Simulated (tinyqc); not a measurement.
A longer run and its error bar: q-state Potts model on a small periodic square lattice: enumeration, Metropolis, heat-bath and Wolff steps. Computed by tinyqc, a small Python program. Command: `OMP_NUM_THREADS=1 python tinyqc.py 3113986 3113987 out.jsonl potts walk`. One thread of a shared host (Intel(R) Xeon(R) Processor @ 2.30GHz), about 0.08 s of CPU time with the checks.

E = -J x (number of nearest-neighbour bonds with equal states); n x n sites with periodic edges have 2 n^2 bonds. Order parameter m = (q f - 1)/(q - 1), f being the largest share of one state. Sites are numbered row by row from 0. Here q = 3 and n = 3.

Inputs (values chosen for the exercise, for a model of domains or grain orientations):

| quantity | value | unit |
|---|---|---|
| number of states q | 3 | - |
| edge n | 3 | - |
| coupling J | 55 | meV |
| temperature T | 684 | K |
| seed | 52528 | - |

Update: heat bath.

Constants: k_B = 8.617333262e-05 eV/K.

Method:
- K = J/(k_B T); the infinite square lattice orders at K_c = ln(1 + sqrt(q)); Wolff bond probability p = 1 - exp(-K).
- All q^(n^2) states are counted by their number b of equal bonds; weights g(b) exp(K b), K = J/(k_B T). Per site: u = -J <b>/n^2, c/k_B = K^2 (<b^2> - <b>^2)/n^2.
- ln Z = ln sum g(b) exp(K b); entropy per site s/k_B = (ln Z - K <b>)/n^2.
- After 400 updates are discarded, b is recorded for 4000 sweeps of n^2 steps of the update named (random numbers not printed, so these rows are one sample). Records are averaged in blocks; the error is the scatter of block means over sqrt(number of blocks), and the last column its square over that for single records.

start states:
```
   1  2  3
1  1  1  2
2  0  2  0
3  0  1  2
```

K = 0.933112

<b> = 14.8402

Blocking:

| block length | mean b | error | variance ratio |
|---|---|---|---|
| 1 | 14.82025 | 0.05661 | 1.0000 |
| 4 | 14.82025 | 0.09042 | 2.5515 |
| 16 | 14.82025 | 0.10908 | 3.7131 |
| 40 | 14.82025 | 0.11284 | 3.9734 |
| 100 | 14.82025 | 0.11735 | 4.2975 |

What does the comparison show, and why?

The run gives 14.820 +/- 0.113 (blocks of 40) against the exact 14.840, a difference of 0.2 error bars. Single records understate the error by a factor of about 2.0, because successive records are correlated.

Extremes, crossings and ranges named in words are read from the listed rows.
